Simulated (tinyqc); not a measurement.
Worked calculation: plane-wave Kohn-Sham cycle with exchange-only LDA in a layered model solid. One step of it, computed by the program tinyqc.

Task: Iteration 1: Hamiltonian at one k. H(m,m') = (k + G_m)^2/2 delta + V(G_m - G_m'), with V(-G) = V(G).

A solid whose potential varies along x alone (atomic units):
```
parameter                      value
period a                    6.600000
cross-section of the cell  27.000000
electrons per cell                 2
grid points                       16
plane waves -n..n, n               2
k points                           2
V1 in V1 cos(2 pi x/a)     -0.600000
V2 in V2 cos(4 pi x/a)     -0.070000
```

V(G_m), m = 0, 1, 2, ... (hartree): -0.220478  -0.300000  -0.035000  0.000000  0.000000

k = 0.250000 2 pi / a

Give: H.

Result:

H (hartree):
```
         -2       -1       +0       +1       +2
-2   1.1673  -0.3000  -0.0350   0.0000   0.0000
-1  -0.3000   0.0344  -0.3000  -0.0350   0.0000
+0  -0.0350  -0.3000  -0.1922  -0.3000  -0.0350
+1   0.0000  -0.0350  -0.3000   0.4876  -0.3000
+2   0.0000   0.0000  -0.0350  -0.3000   2.0736
```
